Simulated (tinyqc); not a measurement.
Ion implantation: universal nuclear stopping, Lindhard-Scharff electronic stopping and a Gaussian range profile: one step, computed by the program tinyqc. Command: `OMP_NUM_THREADS=1 python tinyqc.py 3010477 3010478 out.jsonl implant walk`. One thread of a shared host (Intel(R) Xeon(R) Processor @ 2.30GHz), about 0.05 s of CPU time with the checks.

An ion slows by elastic collisions with screened nuclei and by friction with electrons; channelling is ignored and the target is uniform.

Task: Stopping at the entry energy. Reduced energy eps = 32.53 M2 E/(Z1 Z2 (M1 + M2)(Z1^0.23 + Z2^0.23)), E in keV; s_n = ln(1 + 1.1383 eps)/(2 (eps + 0.01321 eps^0.21226 + 0.19593 eps^0.5)) for eps up to 30 and ln(eps)/(2 eps) above; S_n = 8.462 Z1 Z2 M1 s_n/((M1 + M2)(Z1^0.23 + Z2^0.23)) in 1e-15 eV cm^2. S_e = k 3.83 Z1^(7/6) Z2/(Z1^(2/3) + Z2^(2/3))^(3/2) sqrt(E/M1) in 1e-15 eV cm^2, E in keV. dE/dx = N (S_n + S_e); 1e-15 eV cm^2 = 0.1 eV nm^2.

Inputs (values chosen for the exercise, modelled on oxygen ions in diamond):
```
quantity                               value    unit
ion atomic number Z1                       8       -
ion mass M1                               16       u
target atomic number Z2                    6       -
target mass M2                         12.01       u
target density N                       176.3  1/nm^3
ion energy E                             100     keV
scale factor of electronic stopping k   0.96       -
```

Give: reduced energy eps; s_n; S_n; S_e; energy loss dE/dx.

Result:

reduced energy eps = 9.304

s_n = 0.1235

S_n = 9.172 x 1e-15 eV cm^2

S_e = 31.62 x 1e-15 eV cm^2

energy loss dE/dx = 719.2 eV/nm

Electronic stopping carries 78 % of the loss at entry.
